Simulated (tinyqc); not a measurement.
Capacitance measurement on a leaky thin oxide: effects of series resistance and leakage: readings against frequency.

The device is a capacitance C in parallel with a leakage conductance G, in series with Rs and Ls. An impedance meter reports either a parallel pair (Cp, Gp) from Y = 1/Z = Gp + i w Cp or a series pair (Cs, Rm) from Z = Rm + 1/(i w Cs); w = 2 pi f, dissipation D = Gp/(w |Cp|).

EOT = 3.9 tox/eox; CET = EOT + zc + zp; C = 3.9 eps0 A/CET; G = Jg A/Vs. Z = Rs + i w Ls + 1/(G + i w C); CET read from Cp = 3.9 eps0 A/Cp; errors under 0.001 % are printed as 0.

Inputs (values chosen for the exercise); values of the order met in thin-oxide MOS capacitors:
- eox = 24.9 (relative permittivity of the gate insulator (close to zirconium oxide))
- tox = 3.6 nm (insulator thickness)
- A = 100 um^2 (gate area)
- zc = 0.57 nm (oxide-equivalent thickness added by the accumulation layer)
- zp = 0 nm (oxide-equivalent thickness added by gate depletion)
- Jg = 0.0064 A/cm^2 (gate leakage current density, not matched to the thickness)
- Vs = 0.33 V (voltage for an e-fold rise of the leakage)
- Rs = 5.5 ohm (series resistance)
- Ls = 0 nH (series inductance)

Constants: eps0 = 8.8541878128e-14 F/cm where lengths are in cm. Results are converted to the units shown.

The same in every row: C (pF) = 3.045.

Readings against frequency:
```
f (Hz)	Cp (pF)	Cs (pF)	D	error of Cp (%)	error of Cs (%)	CET read from Cp (nm)
1000	3.045	6.174	1.014	0	103	1.134
3000	3.045	3.393	0.3378	0	11.4	1.134
10000	3.045	3.077	0.1014	0	1.03	1.134
30000	3.045	3.049	0.03379	0	0.114	1.134
1e5	3.045	3.046	0.01015	0	0.0103	1.134
3e5	3.045	3.046	0.003410	0	1.14e-3	1.134
1e6	3.045	3.045	0.001119	0	0	1.134
3e6	3.045	3.045	6.536e-4	0	0	1.134
1e7	3.045	3.045	0.001154	0	0	1.134
3e7	3.045	3.045	0.003191	-1.02e-3	0	1.134
```

D goes from 1.01 through a minimum of 6.54e-4 (at f = 3e6 Hz among the rows listed) to 0.00319; without inductance its minimum lies at f = sqrt(G (1 + G Rs)/Rs)/(2 pi C) = 3.10e6 Hz. The error of Cp goes from 0 to -0.00102 % and that of Cs from 103 to 0 %; at low frequency Cp tends to C/(1 + G Rs)^2 and Cs grows as 1 + (G/(w C))^2. One of the two readings is within 2 % of C for f = 1000, 3000, 10000, 30000, 1e5, 3e5, 1e6, 3e6, 1e7, 3e7 Hz. For f = 1000 D exceeds 1, where the accuracy of real meters degrades in proportion to sqrt(1 + D^2).

Computed by the program tinyqc: `OMP_NUM_THREADS=1 python tinyqc.py 2022104 2022105 out.jsonl`, one thread of a shared Intel Xeon 2.30GHz, about 0.01 s for the whole run.
